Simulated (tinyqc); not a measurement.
Frequency dispersion of an accumulation capacitance by border traps, distributed model: two steps of the calculation.

Traps spread evenly through the insulator exchange electrons with the semiconductor by tunnelling, with tau(x) = t0 exp(2 ka x) at depth x from the interface. The admittance per area Y seen at depth x obeys dY/dx = -Y^2/(i w eps0 eox) + q Nb ln(1 + i w tau)/tau, with Y(0) = i w Cs and w = 2 pi f; the gate sees Y(tox) = G + i w C. Working variable y = Y/(i w), in uF/cm^2. Cox = eps0 eox/tox.

Parameters, values chosen for the exercise; permittivity close to that of hafnium oxide:
- eox = 18.9 (relative permittivity of the insulator)
- tox = 7 nm (insulator thickness)
- Cs = 3.1 uF/cm^2 (semiconductor capacitance in accumulation)
- Nb = 2.9e19 cm^-3 eV^-1 (density of border traps)
- ka = 3.4 1/nm (decay constant of the wave function in the insulator)
- t0 = 1e-10 s (time constant of a trap at the interface)
- f = 100 Hz (frequency)
- xe = 3.2 nm (depth down to which the steps are taken)

Constants: q = 1.602176634e-19 C, eps0 = 8.8541878128e-14 F/cm where lengths are in cm. Results are converted to the units shown.

Task 1. Scales and lumped estimate. Cox; trap-free value 1/(1/Cox + 1/Cs); response depth d = ln(1/(w t0))/(2 ka), where w tau = 1; lumped estimate: all traps within d act as C_bt = q Nb d placed at d/2, so C = 1/{1/[1/(1/Cs + d/(2 eps0 eox)) + C_bt] + (tox - d/2)/(eps0 eox)}.

Wanted: Cox; trap-free C; d; C_bt; lumped C.

Result 1.

Cox = 2.3906 uF/cm^2
trap-free C = 1.3497 uF/cm^2
d = 2.4386 nm
C_bt = 1.1331 uF/cm^2
lumped C = 1.6168 uF/cm^2

The traps within reach amount to 0.366 Cs and lie in the first 34.8 % of the insulator.

Task 2. Midpoint steps through the active depth. In terms of y: dy/dx = -y^2/(eps0 eox) + s(x), s = q Nb ln(1 + z)/z, z = i w tau. 10 midpoint steps of h = xe/10: y_half = y + (h/2) y'(x, y), y(new) = y + h y'(x + h/2, y_half).

Wanted: x; s; y.

Result 2.

```
point,x (nm),s (uF/(cm^2 nm)),y (uF/cm^2)
0,0,0.4646+0.0000i,3.100+0.000i
1,0.3200,0.4646+0.0000i,3.067+0.000i
2,0.6400,0.4646+0.0000i,3.038+0.000i
3,0.9600,0.4646+0.0000i,3.011+0.000i
4,1.280,0.4646-0.0001i,2.988+0.000i
5,1.600,0.4646-0.0008i,2.967+0.000i
6,1.920,0.4645-0.0068i,2.949-0.001i
7,2.240,0.4546-0.0582i,2.932-0.007i
8,2.560,0.2357-0.1859i,2.895-0.050i
9,2.880,0.0351-0.0694i,2.771-0.084i
10,3.200,0.0041-0.0136i,2.635-0.085i
```

Numbers from tinyqc (`OMP_NUM_THREADS=1 python tinyqc.py 2202112 2202113 out.jsonl`; about 0.4 s on one thread of a shared Intel Xeon 2.30GHz).
